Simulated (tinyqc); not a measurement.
# Which input was changed?

Model: implant damage, amorphisation by cascade overlap, and solid-phase epitaxial regrowth. Computed by tinyqc, a small Python program. Command: `OMP_NUM_THREADS=1 python tinyqc.py 3113913 3113914 out.jsonl sper which`. One thread of a shared host (Intel(R) Xeon(R) Processor @ 2.30GHz), about 0.08 s of CPU time with the checks.

Range and width of the damage are inputs. Dynamic annealing enters only through the surviving share f.

Inputs (values chosen for the exercise, modelled on silicon ions in silicon):
```
quantity,value,unit
atomic density N,49.9,1/nm^3
ion Z1,14,-
ion mass M1,28,u
target Z2,14,-
target mass M2,28.09,u
ion energy E,10,keV
displacement energy E_d,14,eV
depth of the damage peak R_d,8.7,nm
width of the damage profile s_d,4.2,nm
share of defects that survive f,0.33,-
critical displaced share x_c,0.18,-
dose Q,1.5e+15,1/cm^2
regrowth prefactor v0,5.4e+15,nm/s
regrowth energy E_a,2.7,eV
anneal temperature,512,C
rate relative to (100),0.33,-
peak enhancement by the dopant,11,-
ramp rate,1.1,K/s
```

Constants: a_0 = 0.529177210903 angstrom; e^2/(4 pi eps_0) = 14.39964548 eV angstrom; k_B = 8.617333262e-05 eV/K.

Method:
- Robinson partition: eps = E a M2/(Z1 Z2 (e^2/(4 pi eps_0)) (M1 + M2)), a = 0.8853 a_0/sqrt(Z1^(2/3) + Z2^(2/3)); k = 0.0793 Z1^(2/3) Z2^(1/2) (M1 + M2)^(3/2)/((Z1^(2/3) + Z2^(2/3))^(3/4) M1^(3/2) M2^(1/2)); damage energy T_d = E/(1 + k (eps + 0.40244 eps^(3/4) + 3.4008 eps^(1/6))); displacements nu = 0.8 T_d/(2 E_d).
- Displaced share x(z) = f nu Q exp(-(z - R_d)^2/(2 s_d^2))/(sqrt(2 pi) s_d N); the layer is amorphous where x > x_c, between R_d -/+ s_d sqrt(2 ln(x_max/x_c)), the upper edge being cut at the surface. Threshold dose Q_c = Q x_c/x_max.
- Displaced atoms per area beyond the lower edge z2: f nu Q (1/2) erfc((z2 - R_d)/(sqrt2 s_d)); they are not removed by regrowth.
- v = v0 x orientation factor x exp(-E_a/(k_B T)) x [1 + (enhancement - 1) exp(-(z - R_d)^2/(2 s_d^2))], T = anneal temperature + 273.15 K; the dopant is taken to follow the damage profile; the lower front moves from the lower edge z2 to the surface, or to the middle (z1 + z2)/2 of a buried layer with upper edge z1; time = int dz/v; the equivalent undoped distance is that time times the undoped velocity.
- On a linear ramp from 200 C regrowth ends at the T_f where int v_undoped dT/(ramp rate) equals the equivalent undoped distance.

Problem. One of these inputs alone was changed, within the range given: ion energy E (5 to 20); depth of the damage peak R_d (4.35 to 17.4); critical displaced share x_c (0.09 to 0.36); regrowth energy E_a (1.9 to 3). Which one, and to what value?

Results:
```
run,threshold dose Q_c (1/cm^2),displaced atoms beyond z2 (1/cm^2),temperature at which regrowth ends (C)
before,1.454299e+14,1.499401e+15,576.7058
after,1.630996e+14,1.528570e+15,575.9890
```

Solution.

Each candidate set to reproduce threshold dose Q_c, and what it then gives:
```
candidate,range searched,value needed,displaced atoms beyond z2 (1/cm^2),temperature at which regrowth ends (C)
ion energy E (keV),5 to 20,8.830,1.5286e+15,575.99
depth of the damage peak R_d (nm),4.35 to 17.4,no effect,-,-
critical displaced share x_c,0.09 to 0.36,0.2019,1.7143e+15,575.99
regrowth energy E_a (eV),1.9 to 3,no effect,-,-
```

Only ion energy E fits every result: it went from 10 to 8.83 keV. The next best candidate, critical displaced share x_c, misses one result by 12 %.
